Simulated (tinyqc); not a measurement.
Inside a calculation. Model: one level coupled to a phonon between two leads, self-consistent Born approximation.

Program tinyqc, `OMP_NUM_THREADS=1 python tinyqc.py 2720027 2720028 out.jsonl`; Intel Xeon 2.30GHz, shared host, one thread, about 0.06 s. Printed values are rounded.

Wide-band leads with mu_L = +V/2 and mu_R = -V/2; phonons in equilibrium, Nq = 1/(exp(w0/kB T) - 1). Scattering links only energies that differ by w0, so a ladder E_k = E1 + k w0 closes on itself; terms that reach past its ends are dropped. Gn and Gp are the electron and hole parts of the spectral function A = Gn + Gp.

Parameters, values chosen for the exercise: temperature of leads and phonons T = 300 K; phonon energy w0 = 180 meV; level ed = 177 meV; coupling to the left lead GL = 110 meV; coupling to the right lead GR = 120 meV; electron-phonon matrix element M = 31 meV; bias V = 207 mV; rungs of the ladder shown nr = 5; lowest rung E1 = -168 meV.

Constants: q = 1.602176634e-19 C, kB = 1.380649e-23 J/K, Vt = kB T/q. Results are converted to the units shown.

Range of the model: The self-consistent Born approximation keeps only non-crossing phonon lines and no Hartree shift; it is rough once the coupling nears the phonon energy.

## The ladder and the first Green functions

|G|^2 = 1/[(E - ed)^2 + (GL + GR + Sin + Sout)^2/4], Gn = |G|^2 (GL fL + GR fR + Sin), Gp = |G|^2 (GL (1 - fL) + GR (1 - fR) + Sout), f = 1/(1 + exp((E - mu)/kB T)). On a single ladder the real part of the phonon self-energy, which needs all energies, is left out. At the start Sin = Sout = 0.

```
rung	E (meV)	fL	fR	Gn (1/meV)	Gp (1/meV)
0	-168	0.999973	0.923789	0.00166996	6.91750e-5
1	12	0.971788	0.0113431	0.00267634	0.00300970
2	192	0.0315742	1.08596e-5	2.58324e-4	0.0168420
3	372	3.08592e-5	1.02790e-8	6.62585e-8	0.00448774
4	552	2.92100e-8	9.72937e-12	2.08922e-11	0.00149496
```

Nq = 9.47424e-4

## Iteration 1: scattering functions

Sin(E) = M^2 [(Nq + 1) Gn(E + w0) + Nq Gn(E - w0)], Sout(E) = M^2 [(Nq + 1) Gp(E - w0) + Nq Gp(E + w0)]. Nq = 1/(exp(w0/kB T) - 1).

```
rung	Sin (meV)	Sout (meV)
0	2.57440	0.00274025
1	0.250005	0.0818744
2	0.00250047	2.89914
3	2.35218e-4	16.2019
4	6.03267e-8	4.31680
```

## Iteration 1: Green functions

|G|^2 = 1/[(E - ed)^2 + (GL + GR + Sin + Sout)^2/4], Gn = |G|^2 (GL fL + GR fR + Sin), Gp = |G|^2 (GL (1 - fL) + GR (1 - fR) + Sout), f = 1/(1 + exp((E - mu)/kB T)). On a single ladder the real part of the phonon self-energy, which needs all energies, is left out.

```
rung	Gn after iteration 1 (1/meV)	Gp after iteration 1 (1/meV)
0	0.00168562	6.90402e-5
1	0.00267999	0.00300888
2	2.52213e-4	0.0166421
3	6.82784e-8	0.00462963
4	2.12152e-11	0.00151808
```

## Iteration 2: scattering functions

As before.

```
rung	Sin (meV)	Sout (meV)
0	2.57791	0.00273951
1	0.244141	0.0815627
2	0.00250574	2.89849
3	2.29654e-4	16.0096
4	6.21657e-8	4.45329
```

## Iteration 2: Green functions

As before.

```
rung	Gn after iteration 2 (1/meV)	Gp after iteration 2 (1/meV)
0	0.00168564	6.90399e-5
1	0.00267989	0.00300892
2	2.52215e-4	0.0166422
3	6.82041e-8	0.00462807
4	2.12249e-11	0.00151880
```

## Course of the iteration

Repeat until no Sin or Sout changes by more than 1e-9 meV.

Course of the iteration:
```
iteration	largest Sin + Sout (meV)	largest change (meV)
1	16.2021	16.2
2	16.0098	0.192
3	16.0099	1.50e-3
4	16.0099	2.74e-6
5	16.0099	2.13e-8
6	16.0099	5.42e-11
```

Converged in 6 iterations; the change shrinks by about 0.0033 a step.

## Currents on the rungs

```
rung	converged Gn (1/meV)	converged Gp (1/meV)
0	0.00168564	6.90400e-5
1	0.00267989	0.00300892
2	2.52215e-4	0.0166421
3	6.82041e-8	0.00462807
4	2.12245e-11	0.00151880
```

Spectral currents into the level: iL = GL [fL Gp - (1 - fL) Gn], iR = GR [fR Gp - (1 - fR) Gn].

```
rung	iL	iR	iL + iR (1e-4)
0	0.007589	-0.007762	-1.73354
1	0.313327	-0.313843	-5.16029
2	0.030933	-0.030244	6.89354
3	0.000008	-0.000008	0.00029
4	0.000000	0.000000	0.00000
```

sum of iL = 0.351858

On a single rung iL + iR need not vanish (largest 6.9e-4), since phonons move electrons between rungs; summed over the ladder it does.
